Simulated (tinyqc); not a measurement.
Inside a calculation. Method: CID on RHF in the 6-31g basis, for H2, spin multiplicity 1. One step of it, computed by the program tinyqc.

Question. Iteration 1: building the Fock matrix. J_ij = sum D_kl (ij|kl), K_ij = sum D_kl (ik|jl); F = H + J - 0.5 K; E = tr D H + tr D J / 2 - 0.25 tr D K + E_nn.

D at the start:
```
          1H 1s     1H 2s     2H 1s     2H 2s
1H 1s  0.297035  0.194324  0.297035  0.194324
1H 2s  0.194324  0.127130  0.194324  0.127130
2H 1s  0.297035  0.194324  0.297035  0.194324
2H 2s  0.194324  0.127130  0.194324  0.127130
```

core Hamiltonian H = T + V (hartree):
```
           1H 1s      1H 2s      2H 1s      2H 2s
1H 1s  -0.772169  -0.817553  -0.440638  -0.570923
1H 2s  -0.817553  -0.852859  -0.570923  -0.715939
2H 1s  -0.440638  -0.570923  -0.772169  -0.817553
2H 2s  -0.570923  -0.715939  -0.817553  -0.852859
```

Two-electron integrals (ij|kl) in chemists' order, unique and non-zero (hartree):
```
(11|11) 1.076566   (21|11) 0.578470   (21|21) 0.329423   (22|11) 0.587396
(22|21) 0.361304   (22|22) 0.453150   (31|11) 0.189556   (31|21) 0.110772
(31|22) 0.125868   (31|31) 0.051884   (32|11) 0.229642   (32|21) 0.143346
(32|22) 0.183024   (32|31) 0.073336   (32|32) 0.121313   (33|11) 0.507258
(33|21) 0.325626   (33|22) 0.436123   (33|31) 0.189556   (33|32) 0.342749
(33|33) 1.076566   (41|11) 0.342749   (41|21) 0.196468   (41|22) 0.217728
(41|31) 0.073336   (41|32) 0.097719   (41|33) 0.229642   (41|41) 0.121313
(42|11) 0.399211   (42|21) 0.248043   (42|22) 0.318267   (42|31) 0.100423
(42|32) 0.157470   (42|33) 0.399211   (42|41) 0.157470   (42|42) 0.246847
(43|11) 0.325626   (43|21) 0.207528   (43|22) 0.277303   (43|31) 0.110772
(43|32) 0.196468   (43|33) 0.578470   (43|41) 0.143346   (43|42) 0.248043
(43|43) 0.329423   (44|11) 0.436123   (44|21) 0.277303   (44|22) 0.375957
(44|31) 0.125868   (44|32) 0.217728   (44|33) 0.587396   (44|41) 0.183024
(44|42) 0.318267   (44|43) 0.361304   (44|44) 0.453150
```

nuclear repulsion = 0.51526505 hartree

Give: Coulomb J; exchange K; Fock matrix F; total energy of this density.

Answer.

Coulomb J (hartree):
```
        1H 1s   1H 2s   2H 1s   2H 2s
1H 1s  1.3885  0.8194  0.3441  0.5218
1H 2s  0.8194  0.9691  0.5218  0.7557
2H 1s  0.3441  0.5218  1.3885  0.8194
2H 2s  0.5218  0.7557  0.8194  0.9691
```

exchange K (hartree):
```
        1H 1s   1H 2s   2H 1s   2H 2s
1H 1s  0.9846  0.8046  0.6413  0.6995
1H 2s  0.8046  0.7581  0.6995  0.7175
2H 1s  0.6413  0.6995  0.9846  0.8046
2H 2s  0.6995  0.7175  0.8046  0.7581
```

Fock matrix F (hartree):
```
         1H 1s    1H 2s    2H 1s    2H 2s
1H 1s   0.1240  -0.4005  -0.4172  -0.3989
1H 2s  -0.4005  -0.2628  -0.3989  -0.3190
2H 1s  -0.4172  -0.3989   0.1240  -0.4005
2H 2s  -0.3989  -0.3190  -0.4005  -0.2628
```

total energy of this density = -1.055797 hartree
